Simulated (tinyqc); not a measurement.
Reflectance at normal incidence against thickness.

Normal incidence on air, film (n1) and substrate (N2 = n2 - i k2): r01 = (1 - n1)/(1 + n1), r12 = (n1 - N2)/(n1 + N2), amplitude (r01 + r12 X)/(1 + r01 r12 X), X = exp(-4 pi i n1 d/lam), R its squared modulus, phase from 0 to 360 degrees.

Parameters, values chosen for the exercise:
```
symbol,value,unit,meaning
lam,800,nm,wavelength
n1,2.022,,index of the transparent film
n2,3.692,,index of the substrate
k2,0.0065,,extinction coefficient of the substrate
```

Reflectance at normal incidence against thickness:
```
d (nm)   R (%)  phase of the reflected amplitude (degrees)
0        32.92                                       179.9
25       29.44                                       162.7
50       19.47                                       144.3
75       6.473                                       126.2
100     0.2766                                       193.1
125      7.595                                       232.3
150      20.63                                       213.9
175      30.06                                       195.6
200      32.89                                       178.5
```

What does the table show?

R goes from 32.9 through a minimum of 0.277 (at d = 100 nm among the rows listed) to 32.9 %. At a quarter wave, d = 98.9 nm, R = 0.260 %; for a transparent substrate it would vanish for n1 = sqrt(n2) = 1.92.

Numbers from tinyqc (`OMP_NUM_THREADS=1 python tinyqc.py 2870116 2870117 out.jsonl`; about 0.3 s on one thread of a shared Intel Xeon 2.30GHz).
